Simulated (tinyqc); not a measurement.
Biaxial strain: inversion layer as a triangular well, valleys of the Si type.

Six ellipsoidal valleys with their long axes along the cube axes, mass ml along the axis and mt across it. For a valley whose axis makes the angle theta with the surface normal, 1/m_z = cos^2(theta)/ml + sin^2(theta)/mt sets the confinement; in the plane the masses are m_1 = mt and m_2 = ml mt/m_z, and m_d = sqrt(m_1 m_2).

The field is taken as constant, e F = 4 pi (e^2/4 pi eps0)(Nd + eta Ns)/eps, with 1e12/cm^2 = 1e-4/angstrom^2, and the oxide as a hard wall at z = 0; c = hbar^2/2m0.

Level j of a valley lies at E_j = a_j (c (e F)^2/m_z)^(1/3) above the band edge at the surface, with the Airy zeros a_j = 2.338107, 4.087949, 5.520560, 6.786708, 7.944134, 9.022651, 10.040174, 11.008524, 11.936016, 12.828777, and has <z> = 2 E_j/(3 e F).

Subband i holds n_i = g m_d/(2 pi c) kB T ln(1 + exp((EF - E_i)/kB T)) (spin included), and EF is fixed by sum n_i = Ns over the levels listed or, where none are listed, over j = 0 to 9 of each group; 1e12/cm^2 = 1e-4/angstrom^2.

Constants: hbar^2/2m0 = 3.80998211 eV angstrom^2; e^2/(4 pi eps0) = 14.39964547 eV angstrom; kB = 8.617333262e-05 eV/K.

Inputs chosen for the exercise (near those of Si; the results hold for these values, not for the real material): ml = 0.917 m0 (longitudinal mass); mt = 0.189 m0 (transverse mass); eps = 11.5 (dielectric constant); Nd = 2.7 x 1e12/cm^2 (depletion charge); eta = 0.75 (share of Ns in the effective field); face = 100 (surface); Ns = 1.1 x 1e12/cm^2 (electron sheet density); T = 150 K (temperature); Xu = 9.2 eV (uniaxial deformation potential); nu2 = 0.78 (2 C12/C11); es = (-0.4, -0.2, 0, 0.2, 0.4, 0.8, 1.2) % (biaxial strain in the plane).

Strain e in the plane raises the four primed valleys against the two unprimed ones by D = Xu (1 + nu2) e; the field is kept. m_c averages 1/mt (unprimed) and (1/mt + 1/ml)/2 (primed) over the electrons.

Results:

| e (%) | D (meV) | 0' - 0 (meV) | unprimed share (%) | m_c (m0) | <z> (angstrom) |
|---|---|---|---|---|---|
| -0.4 | -65.5 | 16.1 | 42.2 | 0.2453 | 19.8 |
| -0.2 | -32.8 | 48.9 | 88.7 | 0.1979 | 15.3 |
| 0.0 | 0.0 | 81.6 | 99.0 | 0.1898 | 14.3 |
| 0.2 | 32.8 | 114.4 | 99.9 | 0.1891 | 14.2 |
| 0.4 | 65.5 | 147.1 | 100.0 | 0.1890 | 14.2 |
| 0.8 | 131.0 | 212.6 | 100.0 | 0.1890 | 14.2 |
| 1.2 | 196.5 | 278.1 | 100.0 | 0.1890 | 14.2 |

Without strain confinement alone splits the ladders by 82 meV and puts 99 % of the electrons into the two valleys that are light in the plane; under the largest tension the share is 100.0 %. m_c is 0.190 m0 without strain and 0.189 m0 there; moving all electrons can gain at most 0 % in 1/m_c. The ladders cross at e = -0.50 %, beyond the table.

(tinyqc, `OMP_NUM_THREADS=1 python tinyqc.py 1281766 1281767 out.jsonl`, Intel(R) Xeon(R) Processor @ 2.30GHz, 1 thread, shared host, about 0.03 s.)
